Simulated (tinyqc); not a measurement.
Sweep of a uniaxial [110] stress: deformation-potential model of the L valleys of a conduction band.

Valleys with axes along [111], [1-1-1], [-11-1] and [-1-11], one whole valley each. Herring-Vogt shift of a valley with unit axis a: dE = Xd tr(e) + Xu a.e.a. Non-degenerate shares n_i = exp(-dE_i/kT)/sum_j exp(-dE_j/kT). Inverse mass tensor of a valley: (1 - a a)/mt + a a/ml; the masses are taken as independent of strain.

s11 = (C11 + C12)/((C11 - C12)(C11 + 2 C12)), s12 = -C12/((C11 - C12)(C11 + 2 C12)), s44 = 1/C44; exx = s11 sxx + s12 (syy + szz) and cyclic, exy = s44 sxy/2; tension is positive. A uniaxial stress X along the unit vector n is s_ij = X n_i n_j.

Constants: kB = 8.617333262e-05 eV/K.

Inputs chosen for the exercise (near those of Ge; the results hold for these values, not for the real material): ml = 1.646 m0 (longitudinal mass); mt = 0.081 m0 (transverse mass); Xd = -6.59 eV (dilation potential); Xu = 17.1 eV (uniaxial potential); C11 = 127.8 GPa; C12 = 47.3 GPa; C44 = 65.7 GPa; load = uniaxial [110] (kind of stress); T = 300 K (temperature).

m_c = 1/(u.M.u) along [110] with M = sum_i n_i (inverse mass tensor); gain against zero stress at a fixed scattering time.

Results:
```
X (GPa)  spread (meV)  lowest edge (meV)  n [111]  n [1-1-1]  n [-11-1]  n [-1-11]  m_c (m0)  gain (%)
-2.00           173.5              -78.8    0.499      0.001      0.001      0.499    0.2208     -46.3
-1.00            86.8              -39.4    0.483      0.017      0.017      0.483    0.2090     -43.3
-0.40            34.7              -15.8    0.396      0.104      0.104      0.396    0.1628     -27.2
0.00              0.0                0.0    0.250      0.250      0.250      0.250    0.1186       0.0
0.40             34.7              -19.0    0.104      0.396      0.396      0.104    0.0932      27.2
2.00            173.5              -94.8    0.001      0.499      0.499      0.001    0.0811      46.3
```

Give the missing row, X (GPa) = 1.00.

Computed row:
```
X (GPa)  spread (meV)  lowest edge (meV)  n [111]  n [1-1-1]  n [-11-1]  n [-1-11]  m_c (m0)  gain (%)
1.00             86.8              -47.4    0.017      0.483      0.483      0.017    0.0828      43.3
```

Along [110] the gain is -46.3 % at -2.00 GPa and +46.3 % at 2.00 GPa. The slope at zero stress (from +/- 0.001 GPa), +77.9 % per GPa, carried to the ends would give -156 and +156 %; the response falls behind at both ends, as it saturates once the spread passes a few kT (kT = 25.9 meV, spread up to 174 meV).

tinyqc: `OMP_NUM_THREADS=1 python tinyqc.py 1050012 1050013 out.jsonl`; about 0.02 s, one thread, shared Intel(R) Xeon(R) Processor @ 2.30GHz.
